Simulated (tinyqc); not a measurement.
Printed widths: electron-beam lithography: double-Gaussian proximity function, edge placement and dose correction for parallel lines. Computed by tinyqc, a small Python program. Command: `OMP_NUM_THREADS=1 python tinyqc.py 3111392 3111393 out.jsonl proximity walk`. One thread of a shared host (Intel(R) Xeon(R) Processor @ 2.30GHz), about 0.01 s of CPU time with the checks.

Lines are infinitely long. Absorbed energy is counted so that the middle of a very large area written at dose 1 receives 1; the resist develops where it exceeds 1/2.

Inputs (values chosen for the exercise, of the order of those for 10 keV electrons in resist on silicon): forward range alpha = 0.015 micrometre; backscatter range beta = 1.2 micrometre; backscatter ratio eta = 0.74.

line widths (micrometre): 0.11  0.035  1.5  1.2

gaps between the lines (micrometre): 1.1  0.15  0.47

Method:
- The first line starts at x = 0; each next one starts after the width and the gap.
- f(r) = [exp(-r^2/alpha^2)/alpha^2 + eta exp(-r^2/beta^2)/beta^2]/(pi (1 + eta)). A line from a to b at dose d gives E(x) = d [S(alpha) + eta S(beta)]/(1 + eta), S(s) = [erf((b - x)/s) - erf((a - x)/s)]/2.
- M_ij is the mean of E at the two edges of line i from line j at dose 1.
- Uncorrected edge energies are M 1. Solve M d = 1/2 for the doses d that put the mean edge energy of every line at the threshold.
- Edges are the roots of E(x) = 1/2 between a line centre and the middle of the next gap. Three cases: dose 1 everywhere; one common dose equal to the mean of d; the corrected doses.

Lines (micrometre):

| line | left edge | right edge | centre |
|---|---|---|---|
| 1 | 0.000 | 0.110 | 0.0550 |
| 2 | 1.210 | 1.245 | 1.2275 |
| 3 | 1.395 | 2.895 | 2.1450 |
| 4 | 3.365 | 4.565 | 3.9650 |

corrected doses: 1 1.53601, 2 1.13124, 3 0.89991, 4 0.94657

Width error, printed less drawn (nm):

| line | drawn width (nm) | dose 1 | mean dose | corrected |
|---|---|---|---|---|
| 1 | 110 | -16.735 | -10.271 | 0.000315 |
| 2 | 35 | -2.431 | 2.871 | 0.001096 |
| 3 | 1500 | 4.702 | 10.474 | 0.014563 |
| 4 | 1200 | 3.013 | 8.672 | 0.020347 |

What does the comparison show, and why?

With the common mean dose the errors span 20.7 nm. With corrected doses the largest error is 0.02 nm.

Extremes, crossings and ranges named in words are read from the listed rows.
